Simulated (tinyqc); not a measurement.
Valley splitting in a one-orbital chain of atomic planes (second-neighbour model): sweeps and comparisons. A value that a table varies takes the place of the one given here.

Each (001) plane carries one orbital with energy e0, hopping v to the next plane and u to the second: E(phi) = e0 + 2 v cos(phi) + 2 u cos(2 phi), where phi = pi - k a/4 (the sign of every second orbital is chosen so that v > 0, which shifts the phase by pi). The minimum lies at cos(phi0) = -v/(4u), phi0 = pi - (pi/2) k0 for a valley at k0 (2 pi/a), and e0 puts it at zero. A slab of N planes has hard walls: the matrix simply ends.

A well of Nw planes between barriers of 40 planes each (as of a SiGe alloy, taken as an offset alone). With x = j - 39.5 for plane j = 0, 1, ..., the potential is V0 (f(x) + f(Nw - x)) + F (j - 40) a/4, f(y) = 1/(1 + exp(y/L)), a step for L = 0; L is in planes, 4 L is about the distance over which f goes from 0.88 to 0.12, and 1 MV/m = 1e-4 V/angstrom.

Constants: hbar^2/2m0 = 3.80998211 eV angstrom^2.

Parameters, chosen for this exercise (near those of the Delta valleys of silicon; abrupt walls in this chain split the valleys several times more than measured wells; shifted at random, so the results belong to these values and not to a real crystal):
```
symbol  value  unit      meaning
a       5.423  angstrom  lattice constant; planes lie a/4 apart
ml      0.935  m0        longitudinal mass
N0      51               first number of planes
Nf      120              planes in the thick slab
V0      0.25   eV        barrier height
F       15     MV/m      field
Nw      74               planes in the well
k0      0.822  2 pi/a    position of the valley
```

## Splitting against the number of planes

u = 0.599923 eV
v = 0.662250 eV
e0 = 1.382610 eV
phi0 = 1.850398 rad

Ten slabs from N0 on, of thickness (N - 1) a/4 between the outer planes. Effective mass: E1 = (c/ml)(pi/W)^2 with W = (N + 2) a/4: the amplitude vanishes on two missing planes at each end, and the envelope has its nodes N + 2 spacings apart. Large-N estimate of the splitting: 16 pi^2 u |sin(phi0) sin((N + 2) phi0)|/(N + 2)^3.

Doublet (meV):
```
N   thickness (angstrom)  mean level  effective mass  splitting  estimate
51                 67.79        7.78            7.79      0.397     0.385
52                 69.14        7.50            7.50      0.318     0.331
53                 70.50        7.23            7.23      0.521     0.518
54                 71.85        6.97            6.98      0.013     0.026
55                 73.21        6.73            6.73      0.475     0.479
56                 74.57        6.50            6.50      0.237     0.227
57                 75.92        6.28            6.29      0.304     0.313
58                 77.28        6.08            6.08      0.373     0.369
59                 78.63        5.87            5.88      0.079     0.089
60                 79.99        5.69            5.69      0.380     0.381
```

The mean level falls smoothly, from 7.8 to 5.7 meV, within 0.2 % of the effective-mass value. The splitting swings between 0.013 (N = 54) and 0.521 meV (N = 53): one plane more or less changes the phase between the two walls by phi0 = 1.850 rad. The estimate misses the computed values by at most 0.013 meV.

## Splitting against the electric field

A thick slab in a field F: plane j = 0, 1, ... gains the energy F j a/4 (1 MV/m = 1e-4 V/angstrom), which presses the electron against the first wall. The exponent is the slope of ln(splitting) against ln F between 20 and 50 MV/m.

Doublet:
```
F (MV/m)  mean level (meV)  splitting (meV)  splitting/F (meV per MV/m)
1                     7.85           0.1414                      0.1414
2                    12.36           0.2822                      0.1411
5                    22.49           0.7057                      0.1411
10                   35.26           1.4119                      0.1412
20                   55.08           2.8253                      0.1413
30                   71.35           4.2401                      0.1413
50                   98.58           7.0730                      0.1415
```

exponent = 1.00

The splitting goes from 0.1414 to 7.0730 meV. At high field it grows as F^1.00: at a single hard wall it follows the squared slope of the envelope, which is proportional to F, while the level itself grows about as F^(2/3) (here F^0.64). A hard wall is the sharpest interface possible; real Si interfaces split several times less.

## Sharp and graded interfaces

The lowest doublet for several interface widths L.

Doublet:
```
L (planes)  4 L (angstrom)  mean level (meV)  splitting (micro-eV)
0.00                  0.00             41.26               2117.95
0.25                  1.36             41.53               1108.74
0.50                  2.71             41.94                221.60
0.75                  4.07             42.45                 44.14
1.00                  5.42             43.10                  8.54
1.50                  8.13             44.69                  0.26
2.00                 10.85             46.56                  0.01
```

The mean level moves by +5.3 meV over the table, while the splitting falls from 2118.0 micro-eV at a step to 8.54 at L = 1 plane, a factor 248. Coupling the valleys needs the Fourier component of the potential at twice the valley wave vector, a period of a few planes, and grading removes it. Random alloy disorder, left out here, sets the splitting once this part is gone.

## What each parameter does

Step interfaces (L = 0). u, v, e0 follow from 8 u sin^2(phi0) = (2c/ml)/(a/4)^2, v = -4u cos(phi0), e0 = 2u + v^2/(4u), c = hbar^2/2m0. Each row changes one parameter from the base and keeps the others.

Results:
```
case               mean level (meV)  splitting (micro-eV)
base                          41.26                2118.0
k0 = 0.832 2 pi/a             41.26                2108.5
ml = 1.029 m0                 40.00                2118.1
V0 = 0.375 eV                 42.39                2118.1
F = 30 MV/m                   62.04                4238.0
Nw = 75                       41.26                2118.0
```

The largest shifts from the base row, up to three for each result and ties (the steps differ in size, so this ranks the rows, not the parameters). mean level (meV): F +20.78, ml -1.26, V0 +1.13; unchanged at the printed digits by k0 and Nw. splitting (micro-eV): F +2120.1, k0 -9.5, ml +0.2; unchanged at the printed digits by Nw.

tinyqc: `OMP_NUM_THREADS=1 python tinyqc.py 1480016 1480017 out.jsonl`; about 0.02 s, one thread, shared Intel(R) Xeon(R) Processor @ 2.30GHz.
